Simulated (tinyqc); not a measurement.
## Ideality, saturation current and resistance from three points

Inverse problem. Well above the saturation current a diode obeys V = n Vt ln(I/I0) + I Rs. Find n, Rs and I0.

Values chosen for this exercise: temperature T = 293 K.

Constants: q = 1.602176634e-19 C, kB = 1.380649e-23 J/K, Vt = kB T/q. Results are converted to the units shown.

currents (A): [3e-6, 0.0004, 0.009]
voltages (V): [0.63486612, 0.85722620, 1.0504764]

Solution. V is linear in the three unknowns n Vt, Rs and -n Vt ln I0, so three points give a linear system.

n = 1.78
Rs = 6.20 ohm
I0 = 2.20e-12 A

Program tinyqc, `OMP_NUM_THREADS=1 python tinyqc.py 2260127 2260128 out.jsonl`; Intel Xeon 2.30GHz, shared host, one thread, about 0.01 s.
